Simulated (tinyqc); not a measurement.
Atomic layer deposition: Langmuir saturation, growth per cycle and coating of deep features: one step, computed by the program tinyqc. Command: `OMP_NUM_THREADS=1 python tinyqc.py 3000459 3000460 out.jsonl ald walk`. One thread of a shared host (Intel(R) Xeon(R) Processor @ 2.30GHz), about 0.06 s of CPU time with the checks.

Precursor A sticks only on free sites, so a long enough pulse saturates; co-reactant B then frees the sites again.

Question. Exposure for a deep feature. Diffusion-limited filling (Gordon) of a round hole of diameter w: a saturation front at depth z needs dz/dt = D_K n/(z (4q/w)), with Knudsen D_K = w c/3 and F = n c/4; including the entrance and floor terms, t = (q/F)(1 + 19a/4 + 3a^2/2). Reaction-limited filling needs ln(100)/k_a at any depth, k_a = beta F/q. Flow is molecular. The front picture holds when the modulus a sqrt(beta) is well above 1. Depth reached by the given pulse: solve the same formula for a. Exposure = p x diffusion-limited time; 1 langmuir = 1.33322e-4 Pa s.

Inputs (values chosen for the exercise, modelled on silicon dioxide from an aminosilane and ozone):
```
quantity                                 value    unit
site density q                             2.5  1/nm^2
sticking probability beta on free sites  0.011       -
precursor pressure p                       1.7      Pa
temperature T                              125       C
pulse time t                              0.38       s
aspect ratio a                             130       -
```

Feature: round hole.

flux F = 17017.46 1/(nm^2 s)

Give: diffusion-limited time; exposure; modulus; aspect ratio reached by the front in time t.

Answer.

diffusion-limited time = 3.815 s

exposure = 48645 langmuir

modulus = 13.63

aspect ratio reached by the front in time t = 39.97
